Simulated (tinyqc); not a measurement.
Depth and level of a trap from the time ratio.

Question. For an oxide trap tc/te = exp(E/Vt) with E = E0 - dpsi - (xt/tox)(Vg - VT - dpsi), dpsi being the rise of the surface potential above its value at threshold. Find xt and E0, and the depth that would be read if dpsi were ignored.

Values chosen for this exercise:
```
symbol  value  unit              meaning
T         250     K          temperature
tox         3    nm  insulator thickness
```

Constants: q = 1.602176634e-19 C, kB = 1.380649e-23 J/K, Vt = kB T/q. Results are converted to the units shown.

Vg - VT (V): [0.11, 0.26]
tc/te: [3.1657266, 0.11158525]
dpsi (V): [0.035289729, 0.055406344]

Answer. E + dpsi is a straight line in the oxide voltage Vg - VT - dpsi with slope -xt/tox and intercept E0. Ignoring dpsi assigns the motion of the bands to the trap and overstates its depth.

xt = 1.200 nm
E0 = 0.09000 eV
depth read without dpsi = 1.441 nm

Computed by the program tinyqc: `OMP_NUM_THREADS=1 python tinyqc.py 2710049 2710050 out.jsonl`, one thread of a shared Intel Xeon 2.30GHz, about 0.01 s for the whole run.
